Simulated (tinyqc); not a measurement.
Energy and delay of logic against supply voltage: two steps of the calculation.

One expression serves below and above threshold: I(Vg) = Ik [ln(1 + exp((Vg - VT + dd V)/(al nf Vt)))]^al, with I_on = I(V) and I_off = I(0). Gate delay td = kd C V/I_on, clock period LD td. Per gate and cycle the switching energy is act C V^2 and the leakage energy I_off V LD td. No short-circuit current, no variation. Minima are sought above 0.09 V; below a few Vt gates no longer switch and the model has no meaning.

Parameters, values chosen for the exercise; values of the order met in logic technologies: temperature T = 300 K; threshold voltage at zero drain bias VT = 0.39 V; slope factor nf = 1.24; barrier lowering per volt of supply dd = 0.04; specific current of a gate Ik = 1.4 uA; exponent of the current law al = 1.87; load capacitance of a gate C = 0.49 fF; delay factor kd = 1.1; logic depth LD = 16; activity factor act = 0.3; supply voltage V = 0.93 V.

Constants: q = 1.602176634e-19 C, kB = 1.380649e-23 J/K, Vt = kB T/q. Results are converted to the units shown.

Question 1. Currents, delay and energies. I_on, I_off, td, clock frequency 1/(LD td), both energies and their sum.

Wanted: I_on; I_off; td; clock frequency; switching energy; leakage energy; energy.

Answer 1.

I_on = 96.70 uA
I_off = 0.02319 nA
td = 5.184 ps
clock frequency = 12.06 GHz
switching energy = 127.1 aJ
leakage energy = 0.001789 aJ
energy = 127.1 aJ

I_on/I_off = 4.17e6; leakage makes up 0.00141 % of the energy.

Question 2. New V. Minimum-energy supply: E(V) is the energy per gate and cycle; with h = 0.001 V, E' = (E(V + h) - E(V - h))/(2 h), E'' = (E(V - h) - 2 E(V) + E(V + h))/h^2, V(new) = V - E'/E''.

V after iteration 1 = 2.6912917 V

Give: E'; E''; V after iteration 2.

Answer 2.

E' = 791.3 aJ/V
E'' = 294.0 aJ/V^2
V after iteration 2 = 8.647e-5 V

Computed by the program tinyqc: `OMP_NUM_THREADS=1 python tinyqc.py 2082133 2082134 out.jsonl`, one thread of a shared Intel Xeon 2.30GHz, about 0.01 s for the whole run.
